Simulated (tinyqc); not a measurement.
Lorentz oscillators and the Kramers-Kronig relations, step by step. Values are carried at full precision from step to step, so a last printed digit may differ when a step is redone from the rounded ones.

eps(E) = 1 + sum_j S_j/(E0_j^2 - E^2 - i G_j E).

Constants: hbar c = 1973.269805 eV angstrom; hbar^2/2m0 = 3.80998211 eV angstrom^2; e^2/(4 pi eps0) = 14.39964547 eV angstrom.

Inputs chosen for the exercise:
- E0 = (10.69, 11.63) eV (resonances)
- G = (0.59, 1.33) eV (widths)
- S = (28.7, 32) eV^2 (strengths)
- E = 2.01 eV (photon energy)
- h = 0.5 eV (grid step)
- M = 36 (grid points E_j = j h)
- i = 7 (grid index at which eps1 is wanted)

## Dielectric function at one energy

Evaluate each oscillator and the sum.

terms: 0.2603+0.0028i  0.2438+0.0050i

eps(E) = 1.5041+0.0078i
eps(0) = 1.4877

## Optical constants

n + i k = sqrt(eps1 + i eps2) with k >= 0; R = ((n - 1)^2 + k^2)/((n + 1)^2 + k^2) at normal incidence from vacuum; alpha = 2 E k/(hbar c), times 1e8 for 1/cm; loss function Im(-1/eps) = eps2/(eps1^2 + eps2^2).

Convert eps at the photon energy E into the optical constants.

n = 1.2264
k = 0.0032
R = 0.0103
alpha = 645 1/cm
loss function = 0.0034
vacuum wavelength hc/E (hc = 1239.841984 eV nm) = 616.8 nm

The intensity falls to 1/e within 1.55e+04 nm.

## Absorptive part on the grid

Tabulate eps2 at E_j = j h.

eps2(E_j), j = 1 .. M: 0.0018  0.0037  0.0056  0.0077  0.0100  0.0126  0.0155  0.0190  0.0231  0.0281  0.0343  0.0423  0.0529  0.0673  0.0878  0.1187  0.1686  0.2583  0.4493  1.0094  3.8018  3.2547  2.5419  1.7598  0.8584  0.4570  0.2758  0.1828  0.1294  0.0961  0.0741  0.0587  0.0476  0.0394  0.0330  0.0281

## eps1 at one grid point

Kramers-Kronig: eps1(E) = 1 + (2/pi) P integral_0^infinity E1 eps2(E1)/(E1^2 - E^2) dE1. Maclaurin rule on the grid E_j = j h, j = 1 .. M: eps1(E_i) = 1 + (4 h/pi) sum over j with j - i odd of E_j eps2(E_j)/(E_j^2 - E_i^2); nothing is added above E_M.

List the terms E_j eps2_j/(E_j^2 - E_i^2) for j - i odd, add them and form eps1.

terms in order of j (1/eV): -0.0003  -0.0019  -0.0116  0.0202  0.0110  0.0107  0.0128  0.0184  0.0338  0.1150  0.3292  0.1603  0.0379  0.0139  0.0068  0.0039  0.0024  0.0016

sum = 0.764 1/eV
eps1(E_i) = 1.486

The oscillator formula gives 1.541 at E_i = 3.5 eV. The rule samples every 2h = 1 eV against a narrowest width of 0.59 eV and stops at 18 eV; coarse sampling and the missing tail make the difference.

## The f-sum on the grid

W(E_M) = (2/pi) h sum_j E_j eps2_j, with half weight on the last point; the full integral equals sum S_j = (hbar omega_p)^2, and the electron density follows from (hbar omega_p)^2 = 8 pi c (e^2/(4 pi eps0)) N with c = hbar^2/2m0.

W(E_M) = 56.71 eV^2
sum S = 60.70 eV^2
share reached on this grid (a step near the line widths can inflate it) = 0.934
hbar omega_p = 7.791 eV
N = 4.40e+22 1/cm^3

## Checks

- The value of eps1 at 2.016 eV from a fine, long grid (with the tail of eps2 ~ 1/E^3 added) against the oscillator formula: both 1.50.

Run: tinyqc, `OMP_NUM_THREADS=1 python tinyqc.py 1652662 1652663 out.jsonl`; Intel(R) Xeon(R) Processor @ 2.30GHz, one thread, shared host; about 0.2 s of CPU time with all checks.
